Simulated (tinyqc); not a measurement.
Ferroelectric with a first-order transition, Landau-Devonshire energy: two steps of the calculation.

One domain with free energy u = al P^2 + be P^4 + ga P^6 - E P, al = a0 (T - T0), be < 0 < ga (P in uC/cm^2, E in kV/cm, u in mJ/cm^3). Equilibrium: E = 2 al P + 4 be P^3 + 6 ga P^5; a state is stable against small changes where dE/dP > 0. The coercive field is that of uniform switching, which real films, switching by domains, do not reach.

Values chosen for this exercise:
- a0 = 0.016 kV cm/(uC K) (slope of the quadratic coefficient)
- T0 = 450 K (Curie-Weiss temperature)
- be = -0.00073 kV cm^5/uC^3 (quartic coefficient)
- ga = 3e-7 kV cm^9/uC^5 (sixth-order coefficient)
- Ea = 300 kV/cm (applied field)

Problem 1. Transition temperatures. TC = T0 + be^2/(4 a0 ga), where u(Ps) = u(0); T1 = T0 + be^2/(3 a0 ga), where the polar minimum disappears. At TC the polarisation jumps from sqrt(-be/(2 ga)) to zero, with latent heat TC a0 Ps^2.

Give: TC; T1; jump of P; latent heat.

Solution 1.

TC = 477.76 K
T1 = 487.01 K
jump of P = 34.881 uC/cm^2
latent heat = 9.3003 J/cm^3

Thermal hysteresis can span T0 to T1, 37.0 K.

Problem 2. Polarisation on the upper branch by Newton steps. f = 2 al P + 4 be P^3 + 6 ga P^5 - Ea, f' = 2 al + 12 be P^2 + 30 ga P^4, P(new) = P - f/f'.

P at the start = 71.9 uC/cm^2
al = -2.4 kV cm/uC

Find: f; f'; P after iteration 1.

Solution 2.

f = 1728 kV/cm
f' = 190.4 kV cm/uC
P after iteration 1 = 62.82 uC/cm^2

Program tinyqc, `OMP_NUM_THREADS=1 python tinyqc.py 2860049 2860050 out.jsonl`; Intel Xeon 2.30GHz, shared host, one thread, about 0.01 s.
